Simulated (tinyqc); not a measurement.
Sensitivity of the reflectance: thin-film optics by transfer matrices.

Indices N = n + i k. Snell: N0 sin(theta) = N_j sin(theta_j), with Im(N_j cos theta_j) >= 0. Admittance y_j = N_j cos theta_j for s and N_j/cos theta_j for p. Phase delta_j = 2 pi N_j cos theta_j d_j/lambda. Layer matrix [[cos delta, -i sin delta/y], [-i y sin delta, cos delta]], multiplied from the top down to M. (B, C) = M (1, y_sub); r = (y0 B - C)/(y0 B + C), R = |r|^2, T = 4 Re y0 Re y_sub/|y0 B + C|^2, absorbed in the films 1 - R - T.

Values chosen for the exercise (indices near those of Si3N4, SiO2 on Al; not measured data): lam = 248 nm (vacuum wavelength); n0 = 1 (ambient index); n = (2.246, 1.538, 0.188) (n of Si3N4, SiO2, substrate); k = (0.005, 0, 3.027) (k in the same order); d = (22.2, 22.3) nm (thicknesses, top first); theta = 75 degrees (angle of incidence).

R for both polarisations.

Results for these values:
```
case     R_s     R_p     T_s
base  0.9822  0.8853  0.0127
```

What happens to each result for k = (0.005, 0, 3.34), all else kept?

Answer: R_s rises from 0.9822 to 0.9831; R_p rises from 0.8853 to 0.9009; T_s falls from 0.0127 to 0.0116.

The same for each parameter in turn:
```
case                          R_s     R_p     T_s
base                       0.9822  0.8853  0.0127
d = (27.2, 22.3) nm        0.9874  0.8557  0.0087
n = (2.291, 1.538, 0.188)  0.9840  0.8834  0.0114
k = (0.005, 0, 3.34)       0.9831  0.9009  0.0116
lam = 253 nm               0.9810  0.8883  0.0136
theta = 80 degrees         0.9877  0.9002  0.0087
```

Program tinyqc; command `OMP_NUM_THREADS=1 python tinyqc.py 1682567 1682568 out.jsonl`; about 0.01 s on one thread of a shared Intel(R) Xeon(R) Processor @ 2.30GHz.
